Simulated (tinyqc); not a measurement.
# Hopping conduction between localised states, step by step

A worked calculation. Computed by tinyqc, a small Python program that keeps every step. Command: `OMP_NUM_THREADS=1 python tinyqc.py 3011541 3011542 out.jsonl hop walk`. One thread of a shared host (Intel(R) Xeon(R) Processor @ 2.30GHz), about 0.01 s of CPU time with the checks. Intermediate numbers are printed to about 6 digits and carried at full precision; extremes and crossings named in words are read from the listed rows.

Energies are counted from the Fermi level. A small network shows the mechanism; the laws of an infinite system follow.

Inputs (values chosen for the exercise, for a model amorphous semiconductor):

| quantity | value | unit |
|---|---|---|
| localisation length xi | 2.1 | nm |
| density of states g_0 | 6.3e+13 | 1/(eV cm^2) |
| permittivity eps | 13 | - |
| activation energy E_a to extended states | 0.18 | eV |
| prefactor of activated conduction | 38 | microsiemens |
| prefactor of hopping | 0.013 | microsiemens |
| conductance scale G_0 | 1 | microsiemens |
| temperature T | 42 | K |

Dimension: 2D.

sites of the small network (nm, nm, meV):
```
       x     y  energy
1      0  2.77     3.1
2   2.39  2.24  -27.49
3   5.38  3.58  -15.88
4   9.05  1.21   21.46
5  12.91  1.99  -31.04
6     16   2.9    0.12
```

Constants: k_B = 8.617333262e-05 eV/K; e^2/(4 pi eps_0) = 14.39964548 eV angstrom.

## Pair exponents

Miller-Abrahams exponent s_ij = 2 r_ij/xi + (|E_i| + |E_j| + |E_i - E_j|)/(2 k_B T); G_ij = G_0 exp(-s_ij). The diagonal is set to 0 and not used.

s_ij:
```
         1        2        3        4        5        6
1   0.0000  10.7834  10.4257  14.6755  21.7505  16.0951
2  10.7834   0.0000  10.7159  19.9431  18.5982  20.6057
3  10.4257  10.7159   0.0000  14.4777  15.9059  14.5558
4  14.6755  19.9431  14.4777   0.0000  18.2561  12.7413
5  21.7505  18.5982  15.9059  18.2561   0.0000  11.6773
6  16.0951  20.6057  14.5558  12.7413  11.6773   0.0000
```

## Kirchhoff solution

Site 1 is held at potential 1 and site 6 at 0; Kirchhoff's law sum_j G_ij (u_i - u_j) = 0 fixes the others; G = sum_j G_1j (1 - u_j). G_ij = G_0 exp(-s_ij).

potentials: 1.00000  0.98733  0.97598  0.23936  0.01531  0.00000

conductance G = 1.39966e-06 microsiemens

-ln(G/G_0) = 13.4793

## Critical path

Critical exponent s_c: the smallest value such that bonds with s_ij <= s_c connect site 1 with site 6.

critical exponent s_c = 14.4777

One such path is 1-3-4-6. -ln(G/G_0) = 13.48 against s_c = 14.48: parallel paths of similar difficulty raise G above the critical bond.

## The network against temperature

Miller-Abrahams exponent s_ij = 2 r_ij/xi + (|E_i| + |E_j| + |E_i - E_j|)/(2 k_B T); G_ij = G_0 exp(-s_ij). Site 1 is held at potential 1 and site 6 at 0; Kirchhoff's law sum_j G_ij (u_i - u_j) = 0 fixes the others; G = sum_j G_1j (1 - u_j). The last column is the length of the critical bond.

Network:

| T (K) | -ln(G/G_0) | s_c | critical hop (nm) |
|---|---|---|---|
| 13 | 18.0043 | 18.0058 | 16.0005 |
| 19 | 17.0665 | 17.1320 | 16.0005 |
| 29 | 15.6095 | 16.4791 | 16.0005 |
| 42 | 13.4793 | 14.4777 | 4.3687 |
| 63 | 11.1478 | 11.0387 | 4.3687 |
| 100 | 9.1574 | 9.3023 | 7.1525 |
| 210 | 7.0202 | 6.6516 | 3.9380 |
| 630 | 5.6049 | 4.8485 | 4.3687 |

-ln(G/G_0) follows s_c within 1.0. The critical hop is 16.0 nm long at the lowest T and 4.37 nm at the highest: on cooling the carrier goes farther to find a site of nearer energy, which is variable-range hopping, though in so small a sample not at every step.

## Variable-range laws

Mott: T_M = 13.8/(k_B g_0 xi^2), exponent (T_M/T)^(1/3), mean hop r = (1/3) xi times the exponent. Efros-Shklovskii: T_ES = 6.5 e^2/(4 pi eps eps_0 k_B xi), exponent (T_ES/T)^(1/2). Coulomb gap width g_0 (e^2/(4 pi eps eps_0))^2. The numerical coefficients come from percolation theory and are given.

T_M = 57640.4 K

T_ES = 3978.59 K

Mott exponent = 11.1129

Efros-Shklovskii exponent = 9.73285

mean hop by the Mott formula = 7.77900 nm

Coulomb gap = 7.72961 meV

The larger exponent, here Mott, is the one that limits; the two are equal at T = 19.0 K, below which the Coulomb gap rules.

## Total conductivity

sigma = s_1 exp(-E_a/k_B T) + s_2 exp(-larger of the two exponents); reduced activation energy w = d ln(sigma)/d ln(T) by a central difference of +/- 1 %.

activated part = 9.56608e-21 microsiemens

hopping part = 1.93950e-07 microsiemens

conductivity = 1.93950e-07 microsiemens

reduced activation energy w = 3.70436

Hopping carries 100 %. For sigma = s exp(-(T_0/T)^p), w = p (T_0/T)^p, so the slope of ln w against ln T gives -p.

Checks made by the program: current leaving the first site against current entering the last (relative difference below 1e-10).
